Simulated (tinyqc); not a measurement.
Inside a calculation. Model: an infinitely deep well in a field (quantum-confined Stark shift), Airy functions.

Computed by the program tinyqc: `OMP_NUM_THREADS=1 python tinyqc.py 2580038 2580039 out.jsonl`, one thread of a shared Intel Xeon 2.30GHz, about 0.02 s for the whole run. Printed values are rounded.

Hard walls at x = -L/2 and +L/2; between them U(x) = -F x (eV, zero at the centre). C = hbar^2/(2 m0), e = (C F^2/m1)^(1/3), z1 = (F L/2 - E)/e at the left wall and z2 = (-F L/2 - E)/e at the right wall. Levels are the roots of D(E) = Ai(z1) Bi(z2) - Ai(z2) Bi(z1).

Parameters, values chosen for the exercise: mass m1 = 0.042 m0; well width L = 7.3 nm; field F = 0.063 V/nm; level sought n = 2.

Constants: q = 1.602176634e-19 C, hbar = 1.054571817e-34 J s, m0 = 9.1093837015e-31 kg, hbar^2/(2 m0) = 0.0380998212 eV nm^2. Results are converted to the units shown.

## Level without field and second-order shift

E_n(0) = C (n pi/L)^2/m1; second-order shift m1 F^2 L^4 (1 - 15/(pi n)^2)/(48 C pi^2 n^2).

E_n(0) = 0.672028 eV
second-order shift = 4.06557 meV
F L/E_1(0) = 2.73738

## Step 1: secant step for the level

first trial energy = 0.672 eV
second trial energy = 0.6636 eV

Secant step from the last two trial energies, E_a the older and E_b the newer: next = E_b - D(E_b) (E_b - E_a)/(D(E_b) - D(E_a)).

D(E_a) = 0.00286184
D(E_b) = 0.00910313
third trial energy = 0.675852 eV

## Step 2: secant step for the level

As before.

D(E_a) = 0.00910313
D(E_b) = 3.96024e-5
fourth trial energy = 0.675905 eV

## Course of the secant iteration

Stop when E changes by less than 1e-10 eV and the root is level n (n - 1 nodes between the walls). E_a and E_b start as the two trial energies.

Course of the iteration:

| step | E (eV) | change (eV) |
|---|---|---|
| 1 | 0.675852 | 0.0123 |
| 2 | 0.675905 | 5.35e-5 |
| 3 | 0.675906 | 7.63e-7 |
| 4 | 0.675906 | 4.91e-11 |

Converged in 4 steps to level 2.

## Stark shift

Exact shift E_n(F) - E_n(0), and the mean position <x> = -dE_n/dF. E_n(0) = C (n pi/L)^2/m1; second-order shift m1 F^2 L^4 (1 - 15/(pi n)^2)/(48 C pi^2 n^2).

E_n = 0.675906 eV
shift = 3.87752 meV
<x> = -0.11734 nm

The second-order estimate is 4.8 % above the exact shift in size.
